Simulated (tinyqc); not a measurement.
# Pelgrom slope, floor and doping from two device sizes

Question. s^2 = A^2/(L W) + s0^2, with s0 independent of size and A = (q/Cox) sqrt(Na Wd/3) from random dopants alone, Cox = 3.9 eps0/ti. Find A, s0 and Na.

Inputs (values chosen for the exercise):
```
symbol,value,unit,meaning
ti,1.3,nm,oxide-equivalent thickness in inversion
```

Constants: q = 1.602176634e-19 C, eps0 = 8.8541878128e-14 F/cm where lengths are in cm. Results are converted to the units shown.

s for gate areas 0.0042 and 0.038 um^2 (mV): 10.4882052  4.05748912
Wd = 33.1098893 nm

Solution. s^2 is linear in 1/area: slope A^2, intercept s0^2.

A = 0.6646 mV um
s0 = 2.200 mV
Na = 1.100e18 cm^-3

tinyqc, about 0.01 s, one thread, Intel Xeon 2.30GHz (shared host): `OMP_NUM_THREADS=1 python tinyqc.py 2090070 2090071 out.jsonl`
